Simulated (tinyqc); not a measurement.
MOS inversion layer, Poisson-Schroedinger loop: effect of the extra shift of set B (strain).

Electrons confined at an insulator interface at z = 0, treated as a hard wall; parabolic valleys, Hartree approximation, no image or exchange terms. The depletion charge lies far deeper than the electrons and gives a uniform field q Nd/(eps0 eps_r); the gate balances all charge. Energies are counted from the band edge at the interface.

Schroedinger equation -(C/mz) psi'' + (V0 + U + dE for set B) psi = E psi, C = hbar^2/(2 m0), psi(0) = 0, on a uniform mesh of 800 nodes with a far wall at 22 nm, 8 levels a set; V0 = q Nd z/(eps0 eps_r); dU/dz = q (Ns - integral of n from 0 to z)/(eps0 eps_r), U(0) = 0; N_k = g md m0 q Vt/(pi hbar^2) ln(1 + exp((EF - E_k)/Vt)), g the number of valleys of the set, sum N_k = Ns. Triangular well: E_k = a_k (C F^2/mz)^(1/3), a_1 = 2.338107, a_2 = 4.087949, C = hbar^2/(2 m0), F in eV/nm. Fang-Howard (all electrons in the lowest level of set A): b^3 = 6 (mz1/C) q (Nd + 11 Ns/32)/(eps0 eps_r), centroid 3/b, level C b^2/(4 mz1) + (3/b) q (Nd + 11 Ns/16)/(eps0 eps_r). The centroid adds 3.9 z_av/eps_r to an oxide-equivalent thickness.

Inputs (values chosen for the exercise); masses and permittivity close to those of silicon (100): temperature T = 300 K; relative permittivity eps_r = 11.8; mass along z of valley set A (2 valley(s)) mz1 = 0.913 m0; in-plane density-of-states mass of set A md1 = 0.191 m0; mass along z of valley set B (4 valley(s)) mz2 = 0.187 m0; in-plane density-of-states mass of set B md2 = 0.415 m0; sheet density of electrons Ns = 1.3e13 cm^-2; sheet density of depletion charge Nd = 1.9e11 cm^-2.

Constants: q = 1.602176634e-19 C, kB = 1.380649e-23 J/K, hbar = 1.054571817e-34 J s, m0 = 9.1093837015e-31 kg, Vt = kB T/q, eps0 = 8.8541878128e-14 F/cm where lengths are in cm, hbar^2/(2 m0) = 0.0380998212 eV nm^2. Results are converted to the units shown.

The same in every row: Fang-Howard centroid (nm) = 1.38.

Results:

| dE (eV) | A1 (meV) | B1 (meV) | EF (meV) | share of A1 (%) | share of set A (%) | centroid z_av (nm) | added oxide equivalent (nm) |
|---|---|---|---|---|---|---|---|
| -0.05 | 253 | 311 | 287 | 48.6 | 50.6 | 2.10 | 0.694 |
| -0.02 | 250 | 329 | 295 | 60.1 | 64.6 | 2.01 | 0.663 |
| 0.01 | 247 | 349 | 300 | 69.5 | 78.2 | 1.93 | 0.637 |
| 0.04 | 245 | 373 | 304 | 75.9 | 89.3 | 1.87 | 0.620 |
| 0.1 | 244 | 428 | 307 | 80.5 | 98.5 | 1.84 | 0.609 |
| 0.13 | 243 | 457 | 307 | 81.0 | 99.5 | 1.84 | 0.608 |
| 0.16 | 243 | 487 | 307 | 81.2 | 99.9 | 1.84 | 0.607 |

Estimate the missing row, dE = 0.07 eV.

Computed row:

| dE (eV) | A1 (meV) | B1 (meV) | EF (meV) | share of A1 (%) | share of set A (%) | centroid z_av (nm) | added oxide equivalent (nm) |
|---|---|---|---|---|---|---|---|
| 0.07 | 244 | 399 | 306 | 79.2 | 95.8 | 1.85 | 0.612 |

With this row back in the table: As dE goes from -0.05 to 0.16, A1 falls from 253 to 243 meV, the share of A1 rises from 48.6 to 81.2 % and the centroid falls from 2.10 to 1.84 nm. The Fang-Howard centroid is 34 % below the full one in the first row, where A1 holds 48.6 %, and 25 % below it in the last, where A1 holds 81.2 %.

Numbers from tinyqc (`OMP_NUM_THREADS=1 python tinyqc.py 2160147 2160148 out.jsonl`; about 1 s on one thread of a shared Intel Xeon 2.30GHz).
